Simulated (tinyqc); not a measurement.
Inside a calculation. Method: RKS/PBE in the sto-3g basis, for H3+, spin multiplicity 1. Computed by tinyqc, a small Python program that keeps every step (integrals from PySCF). Settings: charge = 1, multiplicity = 1, basis = sto-3g, energy threshold = 1e-09, iteration cap = 78, orthogonalisation = symmetric, start = random, DIIS depth = 0, method = RKS, functional = pbe,pbe, grid = [40, 26]. Command: `OMP_NUM_THREADS=1 python tinyqc.py 31287 31288 out.jsonl` (the two numbers bound the seeds that draw the settings). One thread of a shared host (Intel(R) Xeon(R) Processor @ 2.60GHz), about 0.4 s of CPU time with the checks. Later iterations appear only in the table of the cycle.

## One-electron integrals

Geometry (angstrom):
```
atom,x,y,z
H,0.000000,0.000000,0.000000
H,0.000000,0.000000,1.467000
H,0.000000,1.390000,0.468000
```

Basis sto-3g: exponents (1/bohr^2) and contraction coefficients of normalised primitives:
```
element,l (shell),exponent,coefficient
H,s (1),3.425251,0.154329
H,s (1),0.623914,0.535328
H,s (1),0.168855,0.444635
```

Overlap, kinetic and nuclear-attraction integrals over the contracted functions; the nuclear repulsion is the sum of Za Zb / Rab.

nuclear repulsion = 1.03066552 hartree

overlap S, lower triangle:
```
,1H 1s,2H 1s,3H 1s
1H 1s,1.000000
2H 1s,0.269149,1.000000
3H 1s,0.269274,0.187913,1.000000
```

kinetic energy T (hartree), lower triangle:
```
,1H 1s,2H 1s,3H 1s
1H 1s,0.760032
2H 1s,0.012610,0.760032
3H 1s,0.012641,-0.003130,0.760032
```

nuclear attraction V (hartree), lower triangle:
```
,1H 1s,2H 1s,3H 1s
1H 1s,-1.944770
2H 1s,-0.450757,-1.894311
3H 1s,-0.450996,-0.303941,-1.894389
```

core Hamiltonian H = T + V (hartree), lower triangle:
```
,1H 1s,2H 1s,3H 1s
1H 1s,-1.184738
2H 1s,-0.438148,-1.134279
3H 1s,-0.438355,-0.307071,-1.134357
```

## Two-electron integrals

Functions are numbered as in S; the eight-fold symmetry (ij|kl) = (ji|kl) = (kl|ij) leaves the list below.

Two-electron integrals (ij|kl) in chemists' order, unique and non-zero (hartree):
```
i,j,k,l,(ij|kl)
1,1,1,1,0.774606
2,1,1,1,0.145683
2,1,2,1,0.041421
2,2,1,1,0.352752
2,2,2,1,0.145683
2,2,2,2,0.774606
3,1,1,1,0.145765
3,1,2,1,0.033502
3,1,2,2,0.094893
3,1,3,1,0.041463
3,2,1,1,0.074155
3,2,2,1,0.024035
3,2,2,2,0.095006
3,2,3,1,0.024046
3,2,3,2,0.019173
3,3,1,1,0.352822
3,3,2,1,0.094862
3,3,2,2,0.306184
3,3,3,1,0.145765
3,3,3,2,0.095006
3,3,3,3,0.774606
```

## Orthogonalisation

S = U s U^T; symmetric (Loewdin) form X = U s^(-1/2) U^T, so that X^T S X = 1.

eigenvalues of S: 0.701812  0.812087  1.486101

X, lower triangle:
```
,1H 1s,2H 1s,3H 1s
1H 1s,1.051726
2H 1s,-0.128124,1.035960
3H 1s,-0.128204,-0.073709,1.035988
```

## Starting guess

The start is random orthonormal orbitals; D = 2 C_occ C_occ^T.

D at the start, lower triangle:
```
,1H 1s,2H 1s,3H 1s
1H 1s,0.002141
2H 1s,0.029483,0.406020
3H 1s,-0.064523,-0.888580,1.944670
```

## Iteration 1: exchange-correlation on the grid

Becke grid with 40 radial and 26 angular points per atom, points of zero weight dropped. rho = sum D_ij phi_i phi_j; V_xc,ij = sum w v_xc phi_i phi_j plus the gradient terms; v_xc is d(rho eps)/d rho at fixed gradient.

The 12 grid points with the largest w rho, of 3103 (bohr, atomic units):
```
x,y,z,w,rho,|grad rho|^2,eps_xc,v_xc
0.000000,3.785538,0.884392,0.130975,0.065215,0.023026,-0.363702,-0.420302
0.000000,2.626719,-0.274427,0.129990,0.064238,0.022680,-0.362522,-0.417665
0.000000,3.957027,0.884392,0.190842,0.043571,0.010843,-0.327054,-0.364501
0.000000,3.630619,0.884392,0.088679,0.093680,0.049267,-0.403234,-0.474895
1.158819,2.626719,0.884392,0.130893,0.062515,0.022141,-0.360510,-0.412859
-1.158819,2.626719,0.884392,0.130893,0.062515,0.022141,-0.360510,-0.412859
0.000000,2.626719,-0.119508,0.088385,0.092519,0.048737,-0.402120,-0.472402
0.000000,2.626719,-0.445916,0.187863,0.042786,0.010623,-0.325868,-0.361845
-1.003899,2.626719,0.884392,0.088655,0.090509,0.047946,-0.400248,-0.467944
1.003899,2.626719,0.884392,0.088655,0.090509,0.047946,-0.400248,-0.467944
1.330308,2.626719,0.884392,0.190587,0.041375,0.010268,-0.323825,-0.356945
-1.330308,2.626719,0.884392,0.190587,0.041375,0.010268,-0.323825,-0.356945
```

electrons on the grid, sum of w rho = 2.000157

E_xc = sum of w rho eps_xc = -0.77256773 hartree

V_xc (hartree), lower triangle:
```
,1H 1s,2H 1s,3H 1s
1H 1s,-0.106211
2H 1s,-0.050658,-0.305459
3H 1s,-0.073503,-0.053761,-0.497449
```

## Iteration 1: building the Kohn-Sham matrix

J_ij = sum D_kl (ij|kl); F = H + J + V_xc; E = tr D H + tr D J / 2 + E_xc + E_nn.

Coulomb J (hartree), lower triangle:
```
,1H 1s,2H 1s,3H 1s
1H 1s,0.689000
2H 1s,0.199342,0.738192
3H 1s,0.276197,0.187729,1.449367
```

Kohn-Sham matrix F (hartree), lower triangle:
```
,1H 1s,2H 1s,3H 1s
1H 1s,-0.601949
2H 1s,-0.289464,-0.701546
3H 1s,-0.235661,-0.173102,-0.182439
```

total energy of this density = -0.45337003 hartree

## Iteration 1: diagonalisation and new density

Diagonalise F' = X^T F X, C = X C', fill 1 alpha and 1 beta electrons from the bottom; D = 2 C_occ C_occ^T. Each column has its largest component positive (the first on a tie).

F' = X^T F X (hartree), lower triangle:
```
,1,2,3
1,-0.544471
2,-0.111875,-0.664954
3,-0.122848,-0.064343,-0.125946
```

orbital energies (hartree): MO1 -0.754700, MO2 -0.490096, MO3 -0.090575

coefficients C:
```
,MO1,MO2,MO3
1H 1s,0.444738,0.894338,-0.375960
2H 1s,0.761728,-0.710221,-0.102070
3H 1s,0.066853,0.114419,1.038065
```

D after iteration 1, lower triangle:
```
,1H 1s,2H 1s,3H 1s
1H 1s,0.395584
2H 1s,0.677539,1.160458
3H 1s,0.059464,0.101847,0.008939
```

## Iteration 2: exchange-correlation on the grid

As before.

The 12 grid points with the largest w rho, of 3103 (bohr, atomic units):
```
x,y,z,w,rho,|grad rho|^2,eps_xc,v_xc
0.000000,0.000000,1.613410,0.099716,0.072392,0.006180,-0.360087,-0.464313
0.000000,0.000000,1.768329,0.078678,0.087874,0.015681,-0.383852,-0.488291
0.000000,0.000000,1.441921,0.107803,0.061896,0.002107,-0.342312,-0.445224
0.000000,0.000000,1.330308,0.109866,0.057727,0.000852,-0.334831,-0.436644
0.000000,0.000000,1.907877,0.056356,0.109826,0.038090,-0.413574,-0.517221
0.000000,0.000000,1.519722,0.093373,0.065972,0.003509,-0.349395,-0.452987
-1.158819,0.000000,2.772228,0.130893,0.045214,0.010291,-0.327352,-0.372522
1.158819,0.000000,2.772228,0.130893,0.045214,0.010291,-0.327352,-0.372522
0.000000,-1.158819,2.772228,0.130881,0.044914,0.010225,-0.326910,-0.371486
1.330308,0.000000,2.772228,0.190588,0.030676,0.004980,-0.296055,-0.325242
-1.330308,0.000000,2.772228,0.190588,0.030676,0.004980,-0.296055,-0.325242
0.000000,1.158819,2.772228,0.125720,0.046338,0.010279,-0.328478,-0.377068
```

electrons on the grid, sum of w rho = 1.995599

E_xc = sum of w rho eps_xc = -0.64848720 hartree

V_xc (hartree), lower triangle:
```
,1H 1s,2H 1s,3H 1s
1H 1s,-0.365730
2H 1s,-0.096411,-0.460213
3H 1s,-0.069534,-0.053919,-0.185859
```

## Iteration 2: building the Kohn-Sham matrix

As before.

Coulomb J (hartree), lower triangle:
```
,1H 1s,2H 1s,3H 1s
1H 1s,0.948782
2H 1s,0.292546,1.269227
3H 1s,0.224312,0.179769,0.667042
```

Kohn-Sham matrix F (hartree), lower triangle:
```
,1H 1s,2H 1s,3H 1s
1H 1s,-0.601687
2H 1s,-0.242013,-0.325265
3H 1s,-0.283577,-0.181221,-0.653175
```

total energy of this density = -0.96437016 hartree

## Iteration 2: diagonalisation and new density

As before.

F' = X^T F X (hartree), lower triangle:
```
,1,2,3
1,-0.545874
2,-0.109895,-0.275939
3,-0.111701,-0.065830,-0.614259
```

orbital energies (hartree): MO1 -0.728437, MO2 -0.472596, MO3 -0.235039

coefficients C:
```
,MO1,MO2,MO3
1H 1s,0.515193,0.826284,-0.436817
2H 1s,0.133167,0.147807,1.027366
3H 1s,0.676918,-0.790921,-0.106616
```

D after iteration 2, lower triangle:
```
,1H 1s,2H 1s,3H 1s
1H 1s,0.530847
2H 1s,0.137213,0.035467
3H 1s,0.697487,0.180286,0.916437
```

## Convergence

Stop when the energy changes by less than 1e-09 hartree and every element of the error matrix X^T (F D S - S D F) X is below 9e-06.

Course of the cycle:
```
iteration,E (hartree),change,largest element of the error matrix
1,-0.45337003,-,2.59e-01
2,-0.96437016,-5.11e-01,3.42e-01
3,-1.05585526,-9.15e-02,2.33e-01
4,-1.03010071,2.58e-02,3.08e-01
5,-1.04468127,-1.46e-02,2.48e-01
6,-1.03439268,1.03e-02,2.88e-01
7,-1.04026389,-5.87e-03,2.60e-01
8,-1.03654524,3.72e-03,2.77e-01
9,-1.03845069,-1.91e-03,2.68e-01
10,-1.03754937,9.01e-04,2.72e-01
11,-1.03769162,-1.42e-04,2.72e-01
12,-1.03800065,-3.09e-04,2.70e-01
13,-1.03736754,6.33e-04,2.73e-01
14,-1.03819985,-8.32e-04,2.69e-01
...,...,...,...
65,-1.03712048,1.23e-03,2.74e-01
66,-1.03835451,-1.23e-03,2.68e-01
67,-1.03712048,1.23e-03,2.74e-01
68,-1.03835451,-1.23e-03,2.68e-01
69,-1.03712048,1.23e-03,2.74e-01
70,-1.03835451,-1.23e-03,2.68e-01
71,-1.03712048,1.23e-03,2.74e-01
72,-1.03835451,-1.23e-03,2.68e-01
73,-1.03712048,1.23e-03,2.74e-01
74,-1.03835451,-1.23e-03,2.68e-01
75,-1.03712048,1.23e-03,2.74e-01
76,-1.03835451,-1.23e-03,2.68e-01
77,-1.03712048,1.23e-03,2.74e-01
78,-1.03835451,-1.23e-03,2.68e-01
```

PySCF RKS in the same basis, fine grid = -1.18835294 hartree

Not converged within the cap of 78 iterations: the residual has stopped falling: the iteration swings between two states. Reruns (cap 100 unless said): DIIS 8: converged in 14; damping 0.5: converged in 31; level shift 0.5: converged in 10; atomic densities as start, DIIS 8: converged in 12; the original settings with a cap of 400: not converged.
